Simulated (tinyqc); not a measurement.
Changing the test area A: time-dependent dielectric breakdown: cell percolation, Weibull statistics, area scaling and voltage extrapolation. Computed by tinyqc, a small Python program. Command: `OMP_NUM_THREADS=1 python tinyqc.py 3028997 3028998 out.jsonl tddb sweep`. One thread of a shared host (Intel(R) Xeon(R) Processor @ 2.30GHz), about 0.01 s of CPU time with the checks.

The oxide is divided into columns of area a^2, each holding m = t_ox/a cells (m is taken as continuous). A share lambda(t) = (t/t_1)^alpha of the cells is defective, and a column whose cells are all defective breaks down.

Inputs (values chosen for the exercise, for a model gate oxide):
```
quantity                                              value  unit
oxide thickness t_ox                                    5.3    nm
defect cell size a                                     0.91    nm
exponent alpha of defect growth                        0.54     -
time t_1 at which the occupied share would reach 1  1.1e+06     s
```

Method. Failure fraction F = 1 - (1 - lambda^m)^N with N = A/a^2 columns, which for small lambda^m is 1 - exp(-(t/t63)^beta) with beta = alpha m and t63 = t_1 N^(-1/beta); critical share lambda(t63) = N^(-1/m). 1 um^2 = 1e6 nm^2.

One run for each value:
```
test area A (um^2)  characteristic life t63 (s)  critical share of defective cells
0.001                                1.1520e+05                            0.29569
0.01                                 5.5400e+04                            0.19913
0.1                                  2.6641e+04                            0.13410
1                                    1.2811e+04                            0.09031
10                                   6.1607e+03                            0.06082
100                                  2.9626e+03                            0.04096
1000                                 1.4247e+03                            0.02758
10000                                6.8510e+02                            0.01858
100000                               3.2945e+02                            0.01251
```

What does the table show, and why?

Over the rows, characteristic life t63 (s) falls from 115000 to 329 (exponent d ln y / d ln x about -0.32 throughout); critical share of defective cells falls from 0.296 to 0.0125 (exponent d ln y / d ln x about -0.17 throughout). The exponent of t63 is -1/beta = -0.318, which is how area scaling measures beta.

Caution (all rows): t_1 is an input here; in a real oxide it changes with thickness at fixed voltage.
